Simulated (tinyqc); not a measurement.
# Memristor with linear dopant drift, Joglekar window: effects of single changes

A film of thickness D has a doped share x: R = Ron x + Roff (1 - x), i = v/R, dx/dt = k i F with k = mv Ron/D^2 and F = 1 - (2 x - 1)^(2 p). The drive is v = V0 sin(2 pi f t). The model has no threshold and no heating.

Parameters, values chosen for the exercise: resistance of the fully doped film Ron = 200 ohm; resistance of the undoped film Roff = 20000 ohm; film thickness D = 8 nm; dopant mobility mv = 1.6e-14 m^2/(V s); doped share at t = 0 x0 = 0.13; amplitude V0 = 0.8 V; window exponent p = 5; frequency f = 2 Hz.

Each table varies one quantity; the others keep the values above.

## Effect of the window exponent on the first half period

The equation is integrated to convergence over the first half period; the lobe area is the integral of i dv, down branch less up branch.

Results:
```
p,x at half period,R0/R(half period),peak i (uA),lobe area (uW)
1,0.4622,1.606,54.15,6.684
2,0.5908,2.099,61.03,11.65
5,0.6435,2.401,64.73,14.23
8,0.6470,2.424,64.99,14.42
12,0.6474,2.427,65.02,14.44
```

Estimate the missing row, p = 3.

Computed row:
```
p,x at half period,R0/R(half period),peak i (uA),lobe area (uW)
3,0.6261,2.292,63.47,13.35
```

With this row back in the table: As p goes from 1 to 12, x at half period rises from 0.462 to 0.647, the resistance ratio rises from 1.61 to 2.43 and the lobe area rises from 6.68 to 14.4 uW.

## Effect of the amplitude on the first half period

Same model as above.

Effect of the amplitude on the first half period:
```
V0 (V),x at half period,R0/R(half period),peak i (uA),lobe area (uW)
0.16,0.2047,1.093,9.584,0.04537
0.27,0.2615,1.176,16.73,0.2436
0.37,0.3172,1.270,23.74,0.6986
0.48,0.3843,1.406,32.16,1.742
0.59,0.4594,1.598,41.61,3.776
0.69,0.5380,1.864,51.48,7.158
0.8,0.6435,2.401,64.73,14.23
```

As V0 goes from 0.16 to 0.8 V, x at half period rises from 0.205 to 0.643, the resistance ratio rises from 1.09 to 2.40 and the lobe area rises from 0.0454 to 14.2 uW.

Numbers from tinyqc (`OMP_NUM_THREADS=1 python tinyqc.py 2880102 2880103 out.jsonl`; about 0.3 s on one thread of a shared Intel Xeon 2.30GHz).
